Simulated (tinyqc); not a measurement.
Van der Pauw, Hall and four-point-probe measurements on a doped layer: one step of the calculation.

A uniform p-type layer with sheet resistance Rs = 1/(q ns mu), point contacts, low field (mu B small).

Problem. Resistances and Hall voltage. Rs = 1/(q ns mu). For a rectangle with contacts at the corners, RA = (8 Rs/pi) sum_(k>=0) ln coth((2k + 1) pi a/(2 b)) with current along a short side b and voltage along the opposite one, RB the same with a and b exchanged; Hall voltage VH = rH B I/(q ns), negative for electrons.

Values chosen for this exercise:
- ns = 2.1e12 cm^-2 (sheet density of the layer)
- mu = 210 cm^2/(V s) (drift mobility)
- rH = 1.18 (Hall factor)
- B = 0.5 T (magnetic field)
- I = 1000 uA (current)
- ar = 2.18 (side ratio a/b of a rectangular sample with corner contacts)

Constants: q = 1.602176634e-19 C. Results are converted to the units shown.

Wanted: Rs; RA; RB; VH.

Solution.

Rs = 14153 ohm/square
RA = 76.468 ohm
RB = 18401 ohm
VH = 175.36 mV

RB/RA = 241; for a square both equal Rs ln 2/pi = 3120 ohm.

tinyqc, about 0.01 s, one thread, Intel Xeon 2.30GHz (shared host): `OMP_NUM_THREADS=1 python tinyqc.py 2850231 2850232 out.jsonl`
